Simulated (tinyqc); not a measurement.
# Frequency dispersion of an accumulation capacitance by border traps, distributed model: two studies

Traps spread evenly through the insulator exchange electrons with the semiconductor by tunnelling, with tau(x) = t0 exp(2 ka x) at depth x from the interface. The admittance per area Y seen at depth x obeys dY/dx = -Y^2/(i w eps0 eox) + q Nb ln(1 + i w tau)/tau, with Y(0) = i w Cs and w = 2 pi f; the gate sees Y(tox) = G + i w C. Working variable y = Y/(i w), in uF/cm^2. Cox = eps0 eox/tox.

Parameters, values chosen for the exercise; permittivity close to that of zirconium oxide:
- eox = 22.6 (relative permittivity of the insulator)
- tox = 8.4 nm (insulator thickness)
- Cs = 0.91 uF/cm^2 (semiconductor capacitance in accumulation)
- Nb = 1.9e19 cm^-3 eV^-1 (density of border traps)
- ka = 5.8 1/nm (decay constant of the wave function in the insulator)
- t0 = 4e-10 s (time constant of a trap at the interface)
- f = 1e6 Hz (frequency)

Constants: q = 1.602176634e-19 C, eps0 = 8.8541878128e-14 F/cm where lengths are in cm. Results are converted to the units shown.

Each table varies one quantity; the others keep the values above.

## Capacitance and loss against frequency

Cox; trap-free value 1/(1/Cox + 1/Cs); response depth d = ln(1/(w t0))/(2 ka), where w tau = 1; lumped estimate: all traps within d act as C_bt = q Nb d placed at d/2, so C = 1/{1/[1/(1/Cs + d/(2 eps0 eox)) + C_bt] + (tox - d/2)/(eps0 eox)}. C and G from a fine integration; dispersion -d C/d log10 f over C, from f times and over 1.1. For a broad spread of time constants G/w is close to -(pi/2) dC/d ln w.

The same in every row: trap-free C (uF/cm^2) = 0.6585.

Capacitance and loss against frequency:

| f (Hz) | d (nm) | C (uF/cm^2) | G/w (uF/cm^2) | dispersion (% a decade) | -(pi/2) dC/d ln w (uF/cm^2) | lumped C (uF/cm^2) |
|---|---|---|---|---|---|---|
| 10 | 1.509 | 0.9001 | 0.01986 | 3.233 | 0.01985 | 0.8858 |
| 100 | 1.310 | 0.8709 | 0.01993 | 3.354 | 0.01993 | 0.8571 |
| 1000 | 1.112 | 0.8416 | 0.02004 | 3.489 | 0.02003 | 0.8280 |
| 10000 | 0.9130 | 0.8122 | 0.02019 | 3.642 | 0.02018 | 0.7987 |
| 1e5 | 0.7145 | 0.7825 | 0.02037 | 3.816 | 0.02037 | 0.7690 |
| 1e6 | 0.5160 | 0.7524 | 0.02059 | 4.012 | 0.02060 | 0.7389 |
| 1e7 | 0.3176 | 0.7221 | 0.02072 | 4.237 | 0.02087 | 0.7084 |

Read the table: what changes, and by how much?

C falls from 0.9001 to 0.7221 uF/cm^2, towards the trap-free 0.6585; each decade of frequency removes ln 10/(2 ka) = 0.198 nm from the response depth. The dispersion rises from 3.23 to 4.24 % a decade and G/w rises from 0.0199 to 0.0207 uF/cm^2. G/w lies between 0.993 and 1.00 times -(pi/2) dC/d ln w, the relation for a broad spread of time constants.

## Effect of the semiconductor capacitance in accumulation

Same model as above.

The same in every row: d (nm) = 0.5160.

Results:

| Cs (uF/cm^2) | C (uF/cm^2) | G/w (uF/cm^2) | dispersion (% a decade) | -(pi/2) dC/d ln w (uF/cm^2) | lumped C (uF/cm^2) | trap-free C (uF/cm^2) |
|---|---|---|---|---|---|---|
| 0.2 | 0.3320 | 0.03124 | 13.79 | 0.03124 | 0.3114 | 0.1845 |
| 0.39 | 0.4644 | 0.02764 | 8.728 | 0.02765 | 0.4462 | 0.3351 |
| 0.75 | 0.6735 | 0.02242 | 4.882 | 0.02243 | 0.6587 | 0.5704 |
| 2.8 | 1.328 | 0.009598 | 1.060 | 0.009603 | 1.322 | 1.287 |
| 5.4 | 1.673 | 0.005002 | 0.4384 | 0.005003 | 1.669 | 1.653 |
| 10 | 1.933 | 0.002520 | 0.1909 | 0.002518 | 1.931 | 1.924 |
| 20 | 2.132 | 0.001191 | 0.08152 | 0.001186 | 2.131 | 2.129 |

Estimate the missing row, Cs = 1.4 uF/cm^2.

Computed row:

| Cs (uF/cm^2) | C (uF/cm^2) | G/w (uF/cm^2) | dispersion (% a decade) | -(pi/2) dC/d ln w (uF/cm^2) | lumped C (uF/cm^2) | trap-free C (uF/cm^2) |
|---|---|---|---|---|---|---|
| 1.4 | 0.9545 | 0.01626 | 2.498 | 0.01626 | 0.9438 | 0.8818 |

With this row back in the table: As Cs goes from 0.2 to 20, C rises from 0.332 to 2.13 uF/cm^2, the dispersion falls from 13.8 to 0.0815 % a decade and G/w falls from 0.0312 to 0.00119 uF/cm^2. The lumped estimate is 6.2 % below C in the first row and 0.039 % below it in the last. The same traps disperse C more when Cs is small, since they then add to the weaker series term.

Numbers from tinyqc (`OMP_NUM_THREADS=1 python tinyqc.py 2202082 2202083 out.jsonl`; about 0.5 s on one thread of a shared Intel Xeon 2.30GHz).
